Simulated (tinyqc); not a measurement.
A particle near a wafer in liquid: double-layer and van der Waals forces (DLVO), deposition barrier and removal: one step, computed by the program tinyqc.

Sphere and flat wall, Derjaguin approximation, constant potentials in the linear-superposition form, no retardation and no hydration force.

Question. Screening. kappa^2 = 2 z^2 e^2 N_A (1000 c)/(eps eps_0 k_B T); gamma_i = tanh(z e psi_i/(4 k_B T)); Z = 64 pi eps eps_0 (k_B T/(z e))^2 gamma_1 gamma_2.

Inputs (values chosen for the exercise, of the order of those for alumina on silica in water): particle radius R = 180 nm; potential of the particle psi_1 = 24 mV; potential of the wafer psi_2 = -55 mV; salt concentration c = 0.0039 mol/L; valence z of the symmetric salt = 1; temperature T = 343 K; dielectric constant of the liquid = 63.7.

Constants: e = 1.602176634e-19 C; N_A = 6.02214076e+23 1/mol; eps_0 = 8.8541878128e-12 F/m; k_B = 1.380649e-23 J/K; k_B = 8.617333262e-05 eV/K.

Give: kappa; Debye length; gamma_1; gamma_2; Z; kappa R.

Answer.

kappa = 0.21247 1/nm

Debye length = 4.7065 nm

gamma_1 = 0.20025

gamma_2 = -0.43431

Z = -8.6164 pN

kappa R = 38.245

Opposite signs: the double layers attract.
